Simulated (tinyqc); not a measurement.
Pi bands of a honeycomb layer in tight binding: sweeps and comparisons. A value that a table varies takes the place of the one given here.

Lattice vectors a (1,0) and a (1/2, sqrt3/2); f = exp(i ky a/sqrt3) + 2 cos(kx a/2) exp(-i ky a/(2 sqrt3)), w = |f|. H = [[D - t2 F, -t f], [., -D - t2 F]] with F = w^2 - 3, S = [[1, s0 f], [., 1]]; the levels solve det(H - E S) = 0. K = (4 pi/3a, 0), M = (pi/a, pi/(sqrt3 a)); w = 3, 1, 0 at Gamma, M, K.

Constants: hbar^2/2m0 = 3.80998211 eV angstrom^2.

Inputs chosen for the exercise (of the size used for graphene; the results hold for these values, not for the real material):
- a = 2.46 angstrom (lattice constant)
- t = 2.96 eV (nearest hopping)
- t2 = 0.18 eV (second-neighbour hopping)
- s0 = 0 (overlap of neighbours)
- D = 0 eV (+D on A, -D on B)

## How far the cone holds

Upper and lower levels at distance q from K towards Gamma (-x) and towards M (+x), measured from 3 t2; cone: sqrt(D^2 + (hbar v q)^2), hbar v = (sqrt3/2) a (t + 3 t2 s0).

Levels (eV):

| q (1/angstrom) | cone | upper, to Gamma | lower, to Gamma | upper, to M | lower, to M |
|---|---|---|---|---|---|
| 0.02 | 0.1261 | 0.1267 | -0.1273 | 0.1249 | -0.1255 |
| 0.05 | 0.3153 | 0.3186 | -0.3228 | 0.3075 | -0.3115 |
| 0.10 | 0.6306 | 0.6427 | -0.6601 | 0.5991 | -0.6142 |
| 0.15 | 0.9459 | 0.9706 | -1.0110 | 0.8740 | -0.9066 |
| 0.20 | 1.2612 | 1.3009 | -1.3744 | 1.1318 | -1.1870 |
| 0.30 | 1.8918 | 1.9622 | -2.1346 | 1.5940 | -1.7059 |
| 0.40 | 2.5224 | 2.6150 | -2.9309 | 1.9827 | -2.1589 |
| 0.60 | 3.7836 | 3.8538 | -4.5853 | 2.5318 | -2.8267 |

At q = 0.2 the upper band lies +40 meV from the cone towards Gamma and -129 meV towards M; half their difference, 85 meV, is the trigonal warping, steeper towards Gamma, and their mean, -45 meV, comes from the bending of the band and from t2 or the overlap. All four values stay within 5 % of the cone up to q = 0.1. The electron-hole asymmetry, upper plus lower towards Gamma, is -74 meV at q = 0.2.

## Fermi level against carrier density

hbar v = 6.30605 eV angstrom

Cone with four flavours: n = kF^2/pi, EF = sqrt(D^2 + (hbar v kF)^2), density of states 2 EF/(pi (hbar v)^2), quantum capacitance e^2 times it (1 e^2/(eV angstrom^2) = 1602.177 microF/cm^2), cyclotron mass 2c EF/(hbar v)^2, c = hbar^2/2m0; 1e12/cm^2 = 1e-4/angstrom^2.

Filling:

| n (1e12/cm^2) | kF (1/angstrom) | EF (eV) | Cq (microF/cm^2) | cyclotron mass (m0) |
|---|---|---|---|---|
| 0.10 | 0.00560 | 0.0353 | 0.907 | 0.0068 |
| 0.25 | 0.00886 | 0.0559 | 1.433 | 0.0107 |
| 0.50 | 0.01253 | 0.0790 | 2.027 | 0.0151 |
| 1.00 | 0.01772 | 0.1118 | 2.867 | 0.0214 |
| 2.00 | 0.02507 | 0.1581 | 4.054 | 0.0303 |
| 4.00 | 0.03545 | 0.2235 | 5.734 | 0.0428 |
| 10.00 | 0.05605 | 0.3535 | 9.066 | 0.0677 |
| 20.00 | 0.07927 | 0.4999 | 12.821 | 0.0958 |

From 1 to 4e12/cm^2 EF rises by a factor 2.000, the square root of four. Capacitance and mass grow in proportion to EF counted from mid-gap, so hardly at all while a large gap term dominates it; in a parabolic band both are constant; Cq is 2.87 microF/cm^2 at 1e12/cm^2, against 3.45 for 1 nm of a dielectric with eps = 3.9.

## What each parameter does

Gap at K, difference at M, and the two levels at Gamma, from (e - E)^2 - D^2 - (t + s0 E)^2 w^2 = 0, e = -t2 (w^2 - 3). Each row changes one parameter from the base and keeps the others.

Results:

| case | gap at K (eV) | difference at M (eV) | lower at Gamma (eV) | upper at Gamma (eV) |
|---|---|---|---|---|
| base | 0.0000 | 5.9200 | -9.9600 | 7.8000 |
| t = 3.108 eV | 0.0000 | 6.2160 | -10.4040 | 8.2440 |
| t2 = 0.23 eV | 0.0000 | 5.9200 | -10.2600 | 7.5000 |
| s0 = 0.03 | 0.0000 | 5.9470 | -9.1376 | 8.5714 |
| D = 0.1 eV | 0.2000 | 5.9234 | -9.9606 | 7.8006 |
| a = 2.5092 angstrom | 0.0000 | 5.9200 | -9.9600 | 7.8000 |

The largest shifts from the base row, up to three for each result and ties (the steps differ in size, so this ranks the rows, not the parameters). gap at K (eV): D +0.2000; unchanged at the printed digits by t, t2, s0 and a. difference at M (eV): t +0.2960, s0 +0.0270, D +0.0034; unchanged at the printed digits by t2 and a. lower at Gamma (eV): s0 +0.8224, t -0.4440, t2 -0.3000; unchanged at the printed digits by a. upper at Gamma (eV): s0 +0.7714, t +0.4440, t2 -0.3000; unchanged at the printed digits by a. At points fixed by symmetry a drops out; the gap at K is 2D whatever the hoppings.

tinyqc: `OMP_NUM_THREADS=1 python tinyqc.py 1480830 1480831 out.jsonl`; about 0.01 s, one thread, shared Intel(R) Xeon(R) Processor @ 2.30GHz.
